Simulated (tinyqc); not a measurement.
Capacitance of parallel on-chip lines from Laplace's equation on a mesh: one step of the calculation.

Cross-section of an endless row of equal lines between two grounded planes; neighbours are driven in antiphase (+1 V and -1 V), so the plane midway between two lines is at 0 V. By symmetry one quarter is solved: x runs from the centre of a line (column 0, mirror) to that midplane (column 4, 0 V), y from the mid-height of the line (row 0, mirror) to the ground plane (row 4, 0 V). The line fills columns 0 to 2 and rows 0 to 1 at 1 V. Cells beside the line (below row 1) have e2, cells above have e1. Each link between nodes has the conductance g = mean permittivity of the two cells beside it (a cell beyond a mirror counts as 0), and the free nodes obey sum g (V_neighbour - V) = 0.

Task. Link conductances. gx[j, i] joins node (row j, column i) to column i + 1, gy[j, i] to row j + 1.

Values chosen for this exercise:
```
symbol,value,unit,meaning
e1,2.7,,relative permittivity above and below the lines
e2,1,,relative permittivity between the lines
```

Give: gx; gy.

Result.

gx:

|  | col 0 | col 1 | col 2 | col 3 |
|---|---|---|---|---|
| row 0 | 0.5000 | 0.5000 | 0.5000 | 0.5000 |
| row 1 | 1.850 | 1.850 | 1.850 | 1.850 |
| row 2 | 2.700 | 2.700 | 2.700 | 2.700 |
| row 3 | 2.700 | 2.700 | 2.700 | 2.700 |
| row 4 | 1.350 | 1.350 | 1.350 | 1.350 |

gy:

|  | col 0 | col 1 | col 2 | col 3 | col 4 |
|---|---|---|---|---|---|
| row 0 | 0.5000 | 1.000 | 1.000 | 1.000 | 0.5000 |
| row 1 | 1.350 | 2.700 | 2.700 | 2.700 | 1.350 |
| row 2 | 1.350 | 2.700 | 2.700 | 2.700 | 1.350 |
| row 3 | 1.350 | 2.700 | 2.700 | 2.700 | 1.350 |

Computed by the program tinyqc: `OMP_NUM_THREADS=1 python tinyqc.py 2790167 2790168 out.jsonl`, one thread of a shared Intel Xeon 2.30GHz, about 0.6 s for the whole run.
